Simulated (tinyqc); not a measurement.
# MOS capacitor on an n-type substrate, surface potential from the exact charge relation: what changes with what

Uniform n-type substrate, Boltzmann statistics, full ionisation, classical densities. psi is the surface potential against the body (positive when the bands bend down) and u = -psi/Vt. Traps are spread evenly over the gap and neutral at flat band, so their charge is -q Dit psi; the minority quasi-Fermi level is shifted by Vb.

Inputs (values chosen for the exercise); band and dielectric values close to those of gallium nitride:
- T = 325 K (temperature)
- Eg = 3.34 eV (band gap)
- eps_r = 9.42 (relative permittivity)
- Nc = 2.56e18 cm^-3 (conduction-band density of states at T)
- Nv = 5.16e19 cm^-3 (valence-band density of states at T)
- chi = 4.06 eV (electron affinity)
- N = 2.4e15 cm^-3 (donor density of the substrate)
- eox = 3.9 (relative permittivity of the gate insulator (close to silicon dioxide))
- tox = 24 nm (insulator thickness)
- phiM = 4.17 eV (gate work function)
- Nf = 0 cm^-2 (fixed charge at the interface, in units of q)
- Dit = 0 cm^-2 eV^-1 (density of interface traps)
- Vb = 0 V (reverse bias of the inversion layer against the body)

Constants: q = 1.602176634e-19 C, kB = 1.380649e-23 J/K, Vt = kB T/q, eps0 = 8.8541878128e-14 F/cm where lengths are in cm. Results are converted to the units shown.

Each table varies one quantity; the others keep the values above.

## Capacitance-voltage curves

ni = sqrt(Nc Nv) exp(-Eg/(2 Vt)), Eg in volts; phiF = Vt ln(N/ni); Cox = eps0 eox/tox; Vfb = phiM - chi - Vt ln(Nc/N) - q Nf/Cox; Q0 = sqrt(2 eps0 eps_r q N Vt); r = (ni/N)^2 exp(-Vb/Vt); VT = Vfb - [(2 phiF + Vb)(1 + q Dit/Cox) + sqrt(2 eps0 eps_r q N (2 phiF + Vb))/Cox]. u = -psi/Vt; F^2 = exp(-u) + u - 1 + r (exp(u) - u - 1); Qs = +sign(u) Q0 F; Cs = -dQs/dpsi = (Q0/Vt) |1 - exp(-u) + r (exp(u) - 1)|/(2 F). psi solves Vg = Vfb + psi + (q Dit psi - Qs)/Cox. Low frequency: 1/C_LF = 1/Cox + 1/(Cs + q Dit). High frequency, in the simple estimate in which traps and minority carriers do not follow: 1/C_HF = 1/Cox + 1/Cd, Cd being Cs with r = 0 at the same psi. Deep depletion: r = 0 and Dit = 0 both in the equation for psi and in Cs. Minority sheet density N_inv = (Q0/(2 q)) int_0^u r (exp(t) - 1)/F(t) dt for u > 0. N_inv under 1 cm^-2 is printed as 0. Regimes: accumulation when majority carriers gather, then depletion up to |psi| = phiF + Vb, weak inversion up to 2 phiF + Vb, strong inversion beyond.

Capacitance-voltage curves:
```
Vg (V),psi (V),C_LF/Cox,C_HF/Cox,C_deep/Cox,N_inv (cm^-2),regime
0.57,0.1589,0.9004,0.9004,0.9004,0,accumulation
0.07,0.06950,0.6644,0.6644,0.6644,0,accumulation
-0.42,-0.2515,0.1569,0.1569,0.1569,0,depletion
-0.92,-0.6914,0.09752,0.09752,0.09752,0,depletion
-1.41,-1.139,0.07706,0.07706,0.07706,0,depletion
-1.9,-1.594,0.06570,0.06570,0.06570,0,weak inversion
-2.4,-2.064,0.05810,0.05810,0.05810,0,weak inversion
-2.89,-2.526,0.05274,0.05274,0.05274,7838,weak inversion
-3.39,-2.962,0.5909,0.04888,0.04856,3.765e10,strong inversion
-3.88,-3.042,0.9184,0.04825,0.04530,4.031e11,strong inversion
```

C_LF/Cox is lowest, 0.0527, at Vg = -2.89 V (weak inversion) among the rows listed and is 0.918 in the last row, where C_HF/Cox is 0.0483 and the deep-depletion value 0.0453. Vfb = -0.0853 V, where C_HF/Cox = 0.427 (Cox in series with eps0 eps_r/LD), and VT = -3.25 V. Over the last two rows psi moves by only 0.16 V a volt of gate bias, since the inversion charge screens the body. In strong accumulation and inversion degeneracy and confinement, left out here, lower the capacitance.

## Effect of the fixed charge at the interface on threshold and swing

ni = sqrt(Nc Nv) exp(-Eg/(2 Vt)), Eg in volts; phiF = Vt ln(N/ni); Cox = eps0 eox/tox; Vfb = phiM - chi - Vt ln(Nc/N) - q Nf/Cox; VT = Vfb - [(2 phiF + Vb)(1 + q Dit/Cox) + sqrt(2 eps0 eps_r q N (2 phiF + Vb))/Cox]. gamma = sqrt(2 eps0 eps_r q N)/Cox; Wm = sqrt(2 eps0 eps_r (2 phiF + Vb)/(q N)); m = 1 + (eps0 eps_r/Wm + q Dit)/Cox; swing m Vt ln 10; Cmin/Cox = 1/(1 + Cox Wm/(eps0 eps_r)).

The same in every row: 2 phiF (V) = 2.8653; gamma (V^0.5) = 0.17602; Wm (nm) = 1114.9; m = 1.0520; swing (mV/decade) = 67.840; Cmin/Cox = 0.049424.

Effect of the fixed charge at the interface on threshold and swing:
```
Nf (cm^-2),Vfb (V),VT (V)
-4e11,0.36015,-2.8032
-2e11,0.13744,-3.0259
0,-0.085268,-3.2486
2e11,-0.30798,-3.4713
4e11,-0.53069,-3.6940
6e11,-0.75340,-3.9167
8e11,-0.97611,-4.1394
```

What does the comparison show?

As Nf goes from -4e11 to 8e11, VT falls from -2.80 to -4.14 V, the swing stays at 67.8 mV/decade and Cmin/Cox stays at 0.0494. The whole change of VT is that of Vfb: the curve shifts rigidly.

## Effect of the donor density of the substrate on threshold and swing

Same model as above.

Results:
```
N (cm^-3),Vfb (V),2 phiF (V),gamma (V^0.5),VT (V),Wm (nm),m,swing (mV/decade),Cmin/Cox
1e15,-0.10979,2.8163,0.11362,-3.1168,1712.4,1.0339,66.670,0.032745
5.9e15,-0.060077,2.9157,0.27599,-3.4471,717.31,1.0808,69.698,0.074772
1.4e16,-0.035877,2.9641,0.42514,-3.7320,469.51,1.1235,72.449,0.10990
3.5e16,-0.010215,3.0155,0.67221,-4.1930,299.50,1.1936,76.968,0.16216
8.6e16,0.014963,3.0658,1.0537,-4.8958,192.66,1.3009,83.891,0.23130
2.1e17,0.039966,3.1158,1.6466,-5.9823,124.29,1.4664,94.564,0.31806
5.1e17,0.064816,3.1655,2.5660,-7.6661,80.389,1.7211,110.99,0.41898
```

Estimate the missing row, N = 2.4e15 cm^-3.

Computed row:
```
N (cm^-3),Vfb (V),2 phiF (V),gamma (V^0.5),VT (V),Wm (nm),m,swing (mV/decade),Cmin/Cox
2.4e15,-0.085268,2.8653,0.17602,-3.2486,1114.9,1.0520,67.840,0.049424
```

With this row back in the table: As N goes from 1e15 to 5.1e17, VT falls from -3.12 to -7.67 V, the swing rises from 66.7 to 111 mV/decade and Cmin/Cox rises from 0.0327 to 0.419. Of the change of VT by -4.55 V, 0.175 V comes from Vfb and -4.72 V from the band bending and the charge it takes. gamma goes as N^(0.50) and Wm as N^(-0.49); phiF, which grows slowly with N, keeps the latter from -1/2.

Program tinyqc, `OMP_NUM_THREADS=1 python tinyqc.py 2060103 2060104 out.jsonl`; Intel Xeon 2.30GHz, shared host, one thread, about 0.01 s.
